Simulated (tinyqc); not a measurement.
CIS and TDHF on RHF in the 3-21g basis, for H3+, spin multiplicity 1, step by step. One step of it, computed by the program tinyqc.

Task: CIS triplet states. Diagonalise A (1 hartree = 27.211386 eV); each vector has its largest component positive (the first on a tie).

CIS matrix A, triplet (hartree), lower triangle:
```
           1>2        1>3        1>4        1>5       1>6
1>2   0.409865
1>3  -0.000003   0.447473
1>4   0.009308  -0.000060   1.207498
1>5   0.136422  -0.000006  -0.008128   1.379550
1>6   0.000013   0.138779   0.000065  -0.000007  1.413544
```

Give: triplet excitation energies; lowest vectors.

Result:

triplet excitation energies (eV): 10.6371  11.6446  32.8547  38.0583  38.9962

lowest vectors:
```
     state 1  state 2  state 3  state 4  state 5
1>2   0.9905  -0.0001   0.0174   0.1363   0.0000
1>3   0.0001   0.9902  -0.0001   0.0000   0.1394
1>4  -0.0127   0.0001   0.9993  -0.0355   0.0003
1>5  -0.1368   0.0000   0.0334   0.9900  -0.0002
1>6   0.0000  -0.1394  -0.0002   0.0002   0.9902
```
